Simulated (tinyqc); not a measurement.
# Worked calculation: undoped symmetric double-gate MOSFET, analytic potential model

Program tinyqc, `OMP_NUM_THREADS=1 python tinyqc.py 2440126 2440127 out.jsonl`; Intel Xeon 2.30GHz, shared host, one thread, about 0.01 s. Printed values are rounded.

An undoped body of thickness ts between two equal insulators and tied gates; long channel, electrons only, n = ni exp((psi - V)/Vt) with V the quasi-Fermi potential (0 at the source, Vd at the drain), constant mobility, no quantisation. Across the body psi(x) = V - 2 Vt ln[(ts/(2 beta)) sqrt(q ni/(2 eps0 eps_r Vt)) cos(2 beta x/ts)], x from the centre. Q is the electron charge per area of the whole body.

Parameters, values chosen for the exercise; material values close to those of gallium arsenide: temperature T = 250 K; band gap Eg = 1.44 eV; relative permittivity of the semiconductor eps_r = 12.8; conduction-band density of states at T Nc = 3.31e17 cm^-3; valence-band density of states at T Nv = 6.82e18 cm^-3; relative permittivity of the gate insulator eox = 9.14; insulator thickness tox = 3.1 nm; body thickness ts = 20 nm; gate work function less that of the intrinsic body dphi = 0.05 V; channel mobility mu = 730 cm^2/(V s); gate length L = 0.1 um; gate voltage Vg = 0.76 V; drain voltage Vd = 1 V.

Constants: q = 1.602176634e-19 C, kB = 1.380649e-23 J/K, Vt = kB T/q, eps0 = 8.8541878128e-14 F/cm where lengths are in cm. Results are converted to the units shown.

Range of the model: The surface density at the source passes 0.3 Nc, where Boltzmann statistics fail.

## Constants of the body

ni = sqrt(Nc Nv) exp(-Eg/(2 Vt)), Eg in volts; r = eps_r tox/(eox ts); V0 = dphi + 2 Vt ln[(2/ts) sqrt(2 eps0 eps_r Vt/(q ni))].

ni = 4594.571 cm^-3
r = 0.2170678
V0 = 0.7356327 V

## Iteration 1: beta at the source by Newton steps

beta at the start = 0.8

With V = 0: f = ln(beta) - ln(cos beta) + 2 r beta tan(beta) - (Vg - V0)/(2 Vt); f' = 1/beta + tan(beta) + 2 r [tan(beta) + beta/cos^2(beta)]; beta(new) = beta - f/f'.

f = -0.06969291
f' = 3.442151
beta after iteration 1 = 0.8202469

## Iteration 2: beta at the source by Newton steps

As before.

f = 7.983022e-4
f' = 3.522397
beta after iteration 2 = 0.8200203

## Course of the iteration: beta at the source by Newton steps

Stop when beta changes by less than 1e-11, or after 40 iterations. beta must stay between 0 and pi/2.

Course of the iteration:

| iteration | beta | \|change\| |
|---|---|---|
| 1 | 0.8202469 | 0.0202 |
| 2 | 0.8200203 | 2.27e-4 |
| 3 | 0.8200202 | 3.04e-8 |
| 4 | 0.8200202 | < 1e-14 |

Converged in 4 iterations. The change falls from 0.020 in the first iteration to below the tolerance in the last.

## Charges and drain current

beta_s = 0.8200202
beta_d = 1.465735e-10

beta (between 0 and pi/2) solves (Vg - V0 - V)/(2 Vt) = ln(beta) - ln(cos beta) + 2 r beta tan(beta). Q = 8 eps0 eps_r Vt beta tan(beta)/ts; I = mu (1/L)(4 eps0 eps_r/ts)(2 Vt)^2 [g(beta_s) - g(beta_d)] per width, g = beta tan(beta) - beta^2/2 + r beta^2 tan^2(beta), with beta_s at V = 0 and beta_d at V = Vd.

Qs = 85.83266 nC/cm^2
Qd = 2.098180e-18 nC/cm^2
g(beta_s) = 0.7103091
g(beta_d) = 1.074190e-20
I = 21.81950 uA/um

The term r beta^2 tan^2(beta), which gives the square law, makes up 23.6 % of g at the source.

## Potential and electron density across the body at the source

| point | x/ts |
|---|---|
| 0 | 0 |
| 1 | 0.1 |
| 2 | 0.2 |
| 3 | 0.3 |
| 4 | 0.4 |
| 5 | 0.45 |
| 6 | 0.5 |

psi(x) as above with V = 0 and beta = beta_s; n = ni exp(psi/Vt).

| point | psi (V) | n (cm^-3) |
|---|---|---|
| 0 | 0.6770831 | 2.049464e17 |
| 1 | 0.6776652 | 2.105593e17 |
| 2 | 0.6794438 | 2.286802e17 |
| 3 | 0.6825233 | 2.638213e17 |
| 4 | 0.6871074 | 3.263775e17 |
| 5 | 0.6900682 | 3.744620e17 |
| 6 | 0.6935605 | 4.403609e17 |

The density at the surface is 2.15 times that at the centre (1/cos^2 beta). It reaches 1.3 Nc, where Boltzmann statistics overestimate it.
